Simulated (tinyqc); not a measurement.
Round nanowire with a gate all round, subbands and threshold shift from confinement: two steps of the calculation.

Undoped body with a flat potential across it, hard walls, transport along x. Three valley pairs (g = 2 each) with the longitudinal mass along x, y or z. Non-parabolicity enters the subband edges through E (1 + al E) = gamma, so E = 2 gamma/(1 + sqrt(1 + 4 al gamma)); motion within a subband is taken as parabolic with the band-edge mass. Energies are counted from the bulk band edge.

Inputs (values chosen for the exercise); masses close to those of silicon:

| symbol | value | unit | meaning |
|---|---|---|---|
| T | 77 | K | temperature |
| ml | 0.933 | m0 | longitudinal mass |
| mt | 0.193 | m0 | transverse mass |
| al | 0 | 1/eV | non-parabolicity |
| t | 7.6 | nm | diameter |
| dl | 0 | nm | widening of the box by penetration into the insulator |

Constants: q = 1.602176634e-19 C, kB = 1.380649e-23 J/K, hbar = 1.054571817e-34 J s, m0 = 9.1093837015e-31 kg, Vt = kB T/q, hbar^2/(2 m0) = 0.0380998212 eV nm^2. Results are converted to the units shown.

Question 1. Lowest subbands. gamma = C (2 z/(t + dl))^2 (1/my + 1/mz)/2, z the zeros of the Bessel functions J_l (2.404826, 3.831706, 5.135622, 5.520078, ...), twofold for l > 0; the mean inverse mass is an approximation for anisotropic valleys, C = hbar^2/(2 m0). List the 5 lowest, labelled by valley axis and quantum numbers, with degeneracy g and N_k: N_k = g sqrt(2 mx m0 kB T/(pi hbar^2)).

Find: E_k; g; N_k.

Answer 1.

```
subband  E_k (eV)  g  N_k (cm^-1)
y0,1      0.04771  2      2.069e6
z0,1      0.04771  2      2.069e6
x0,1      0.07906  2      4.548e6
y1,1       0.1211  4      4.137e6
z1,1       0.1211  4      4.137e6
```

Question 2. Threshold shift. Each subband has N_k = g sqrt(2 mx m0 kB T/(pi hbar^2)); without degeneracy n = exp(EF/Vt) sum N_k exp(-E_k/Vt). Classical value Nc times pi t^2/4, Nc = sum over valleys of 2 g (m m0 kB T/(2 pi hbar^2))^1.5 with m = (mx my mz)^(1/3). Threshold shift dVT = Vt ln(classical value/sum N_k exp(-E_k/Vt)). Use the subbands listed.

```
subband     E_k (eV)  N_k (cm^-1)
y0,1     0.047708124  2.0687311e6
z0,1     0.047708124  2.0687311e6
x0,1     0.079061599  4.5484793e6
y1,1      0.12111824  4.1374623e6
z1,1      0.12111824  4.1374623e6
```

Find: shares; sum N_k exp(-E_k/Vt); Nc; classical value; dVT.

Answer 2.

shares, subband y0,1 to z1,1 (%): 49.52  49.52  0.97  0.00  0.00
sum N_k exp(-E_k/Vt) = 3151 cm^-1
Nc = 3.650e18 cm^-3
classical value = 1.656e6 cm^-1
dVT = 41.57 mV

Range of the model: For the strongly anisotropic y and z valleys the mean inverse mass serves only for l = 0; pairs with l > 0 really split widely.

tinyqc, about 0.4 s, one thread, Intel Xeon 2.30GHz (shared host): `OMP_NUM_THREADS=1 python tinyqc.py 2350147 2350148 out.jsonl`
